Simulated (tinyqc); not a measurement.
# Mobility of a non-polar semiconductor in the relaxation-time approximation, step by step

A worked calculation. Computed by tinyqc, a small Python program that keeps every step. Command: `OMP_NUM_THREADS=1 python tinyqc.py 3000365 3000366 out.jsonl rta walk`. One thread of a shared host (Intel(R) Xeon(R) Processor @ 2.30GHz), about 0.01 s of CPU time with the checks. Intermediate numbers are printed to about 5 digits and carried at full precision; extremes and crossings named in words are read from the listed rows.

Each valley is treated as a sphere of mass m_d for states and rates, with one isotropic relaxation time; the conductivity mass m_c sets the current.

Inputs (values chosen for the exercise, modelled on holes in germanium):

| quantity | value | unit |
|---|---|---|
| longitudinal mass m_l | 0.296 | m_0 |
| transverse mass m_t | 0.296 | m_0 |
| equivalent valleys Z | 1 | - |
| static permittivity eps_s | 16 | - |
| density rho | 5323 | kg/m^3 |
| sound velocity v_l | 5340 | m/s |
| acoustic deformation potential D_A | 4.7 | eV |
| phonon energy hbar w | 37 | meV |
| optical or intervalley deformation potential D_o | 7.5 | 1e8 eV/cm |
| final valleys Z_f | 1 | - |
| carrier density n | 3.5e+16 | 1/cm^3 |
| compensation ratio C | 0 | - |
| temperature T | 150 | K |

Band: parabolic. Impurity formula: Brooks-Herring. Further scattering: none.

Constants: k_B = 8.617333262e-05 eV/K; m_0 = 9.1093837015e-31 kg; e = 1.602176634e-19 C; hbar = 1.054571817e-34 J s; eps_0 = 8.8541878128e-12 F/m; k_B = 1.380649e-23 J/K; hbar = 6.582119569e-16 eV s.

## Masses

m_d = (m_l m_t^2)^(1/3); 1/m_c = (1/m_l + 2/m_t)/3; Hall mass factor A = 3 K_m (K_m + 2)/(2 K_m + 1)^2, K_m = m_l/m_t; N_I = n (1 + C)/(1 - C).

density-of-states mass m_d = 0.296 m_0

conductivity mass m_c = 0.296 m_0

Hall mass factor A = 1

ionised impurity density N_I = 3.50e+16 1/cm^3

## Fermi level and screening

Parabolic band: E = hbar^2 k^2/(2 m), speed v = hbar k/m, states per spin, volume and energy g(E) = m k/(2 pi^2 hbar^2). Here m = m_d. Masses are multiplied by m_0 and all formulas are in SI units. The reduced Fermi level eta = E_F/(k_B T) solves n = 2 Z int g f dE with f = 1/(1 + exp(x - eta)) (Z = 1 unless valleys are given); screening length L_s = sqrt(eps_s eps_0 k_B T/(e^2 dn/deta)), dn/deta = 2 Z int g f (1 - f) dE. Integrals over x = E/(k_B T) use 160 Gauss-Legendre points in u = sqrt(x) from 0 to sqrt(max(eta, 0) + 32).

reduced Fermi level eta = -3.7006

screening length L_s = 18.149 nm

The gas is non-degenerate (eta < -2), and L_s is close to the Debye length.

## Rates at a few energies

Phonon occupation N_q = 1/(exp(hbar w/(k_B T)) - 1). Acoustic deformation potential (elastic, equipartition, absorption and emission together): 1/tau = 2 pi k_B T D_A^2 g(E)/(hbar rho v_l^2). Optical or intervalley deformation potential: 1/tau = (pi Z_f D_o^2/(rho w)) [N_q g(E + hbar w) + (N_q + 1) g(E - hbar w)], with g = 0 below the band edge. Each optical term is multiplied by (1 - f(E'))/(1 - f(E)), E' the final energy, for Pauli blocking. Singly charged impurities, momentum relaxation: 1/tau = N_I e^4 m (1 + 2 alpha E) Phi/(8 pi (eps_s eps_0)^2 hbar^3 k^3), with alpha = 0 for a parabolic band. Brooks-Herring: Phi = ln(1 + b) - b/(1 + b), b = 4 k^2 L_s^2.

Rates (1e12/s) at E = (max(eta, 0) + 0.5, 1, 2, 4) k_B T:

| E (meV) | acoustic | optical | ionised impurity |
|---|---|---|---|
| 6.463 | 0.12687 | 0.06649 | 3.0102 |
| 12.926 | 0.17942 | 0.07087 | 1.2883 |
| 25.852 | 0.25374 | 0.07909 | 0.5356 |
| 51.704 | 0.35884 | 0.75625 | 0.2178 |

## Mobility for each process alone

mu = (m_d/m_c) (2 Z e/(3 n k_B T)) int g v^2 tau f (1 - f) dE. Averages over x are split at the emission threshold x_0 = hbar w/(k_B T): 64 Gauss-Legendre points in sqrt(x) below it and 128 in sqrt(x - x_0) above it, up to x = max(eta, 0) + 32.

acoustic mobility = 24824 cm^2/(V s)

optical mobility = 55709 cm^2/(V s)

ionised impurity mobility = 16042 cm^2/(V s)

## All processes together

Rates are added at each energy before the average. With <y> = int g v^2 y f (1 - f) dE: Hall factor r_H = A (3 n k_B T/(2 Z m_d)) <tau^2/(1 + 2 alpha E)>/<tau>^2 (alpha = 0 for a parabolic band); Hall mobility r_H mu; |S| = (k_B/e) (<x tau>/<tau> - eta); resistivity 1/(n e mu).

drift mobility mu = 5221.7 cm^2/(V s)

Hall factor r_H = 1.1156

Hall mobility = 5825.3 cm^2/(V s)

Seebeck coefficient |S| = 534.64 microvolt/K

resistivity = 0.034151 ohm cm

Taking r_H = 1 in a Hall measurement would give a density 0.896 times the true one.

## Matthiessen's rule against the full average

Matthiessen's rule adds 1/mu of the separate processes.

Separate mobilities:

| process | mu (cm^2/(V s)) | share of the sum of 1/mu (%) |
|---|---|---|
| acoustic | 24824 | 33.411 |
| optical | 55709 | 14.888 |
| ionised impurity | 16042 | 51.701 |

mobility by Matthiessen's rule = 8294.0 cm^2/(V s)

excess of Matthiessen's rule over the full mu = 58.836 %

The rule gives 8294 against the full 5222, 58.8 % too high; it can only overestimate, since each separate average is carried by the energies where that process is weak. The error is large because ionised impurity and acoustic scattering both carry weight and depend on energy in different ways.

Checks made by the program: n against 2 Z (m k_B T/2 pi hbar^2)^(3/2) (2/sqrt(pi)) F_1/2(eta) by adaptive quadrature (relative difference below 1e-10); acoustic mobility against its closed form in Fermi integrals (relative difference below 1e-10); the sum rule (2 Z/(3 k_B T)) int g v^2 (1 + 2 alpha E) f (1 - f) dE = n/m_d (relative difference below 1e-10).
